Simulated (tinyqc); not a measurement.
Strain-driven roughening and islands of a mismatched epitaxial film: one step, computed by the program tinyqc. Command: `OMP_NUM_THREADS=1 python tinyqc.py 3019239 3019240 out.jsonl island walk`. One thread of a shared host (Intel(R) Xeon(R) Processor @ 2.30GHz), about 0.01 s of CPU time with the checks.

Film and substrate share isotropic elastic constants; the film is coherent and biaxially strained.

Task: Island nucleation. Shallow faceted island (Tersoff form): E = 4 Gam V^(2/3) tan^(1/3)(theta) - 6 c V tan(theta), Gam = gamma [x/sin(theta) - 1/tan(theta)], x the facet energy over gamma, c = stress^2 (1 - nu)/(2 pi G). The barrier is the maximum of E, at V_c = [4 Gam/(9 c)]^3 / tan^2(theta) (1 GPa nm = 1 J/m^2).

Inputs (values chosen for the exercise, modelled on In(0.5)Ga(0.5)As on GaAs):
```
quantity                                     value     unit
shear modulus G                               39.9      GPa
Poisson ratio nu                              0.32        -
surface energy gamma                         0.781    J/m^2
contact angle of the shallow shape theta_1    9.99  degrees
contact angle of the steep shape theta_2      22.6  degrees
facet energy of shape 1 over gamma          0.9973        -
facet energy of shape 2 over gamma           1.008        -
```

stress = 5.313272 GPa

Constants: e = 1.602176634e-19 C.

Give: c; Gam of shape 1; critical volume, shape 1; barrier, shape 1; Gam of shape 2; critical volume, shape 2; barrier, shape 2.

Result:

c = 0.07657 GPa

Gam of shape 1 = 0.05610 J/m^2

critical volume, shape 1 = 1.113 nm^3

barrier, shape 1 = 0.2811 eV

Gam of shape 2 = 0.1723 J/m^2

critical volume, shape 2 = 5.774 nm^3

barrier, shape 2 = 3.446 eV

The shallow shape has the lower barrier. Each barrier is a third of the surface term at V_c and scales as Gam^3/c^2, that is as f^(-4). Caution: a critical island of a few cubic nanometres holds a few hundred atoms at most, and edge energies, left out here, matter.
